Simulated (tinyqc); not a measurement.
# Material parameters from the melting point of the curve

Inverse problem. In a hemispherical model of a phase-change cell the resistance is rho/(2 pi r0), and melting starts where I^2 rho b^2/(32 pi^2 ka r0^2) = Tm - T0. Find rho and ka.

Parameters, values chosen for the exercise:
- T0 = 300 K (ambient temperature)
- Tm = 887 K (melting point)
- r0 = 13 nm (radius of the heater contact)

resistance = 0.17139763 kohm
melting current = 1044.4791 uA
b = 1.2320813

Solution. The resistance gives rho, and the melting current then gives ka.

rho = 1.400 mohm cm
ka = 0.7400 W/(m K)

Program tinyqc, `OMP_NUM_THREADS=1 python tinyqc.py 2490065 2490066 out.jsonl`; Intel Xeon 2.30GHz, shared host, one thread, about 0.01 s.
